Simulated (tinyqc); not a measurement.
From results back to parameters: carrier statistics of a doped semiconductor with parabolic bands. Two cases, with inputs chosen for the exercise.

Problem. With Boltzmann statistics and no minority carriers, p (p + ND)/(NA - ND - p) = K(T) = (N(T)/4) exp(-E/kB T), E the ionisation energy of the majority dopant and N = 2 (m kB T/(4 pi c))^(3/2) with c = hbar^2/2m0, in 1/angstrom^3; times 1e24 for 1/cm^3, m = m_d. The density below was computed from a hidden E.

Constants: hbar^2/2m0 = 3.80998211 eV angstrom^2; kB = 8.617333262e-05 eV/K.

Case 1.

Values chosen (near those of InP; not measured data): NA = 1.5e+17 1/cm^3 (acceptors); ND = 2.1e+12 1/cm^3 (donors); m_d = 0.626 m0 (density-of-states mass of the majority band); Ta = 45 K.

p(Ta) = 4.2966e+14 1/cm^3

Case 2.

Values chosen (near those of Ge; not measured data): NA = 1e+15 1/cm^3 (acceptors); ND = 4.6e+12 1/cm^3 (donors); m_d = 0.343 m0 (density-of-states mass of the majority band); Ta = 13 K.

p(Ta) = 1.9312e+13 1/cm^3

Find: K(Ta); E.

Solution. The left side gives K; then E = kB T ln(N/(4 K)).

Case 1.

K(Ta) = 1.24e+12 1/cm^3
E = 0.0461 eV

Case 2.

K(Ta) = 4.73e+11 1/cm^3
E = 0.0113 eV

Computed by tinyqc, one run a case: `OMP_NUM_THREADS=1 python tinyqc.py N N+1 out.jsonl` with N = 1682240, 1682267; one thread of a shared Intel(R) Xeon(R) Processor @ 2.30GHz, about 0.01 s a run at most.
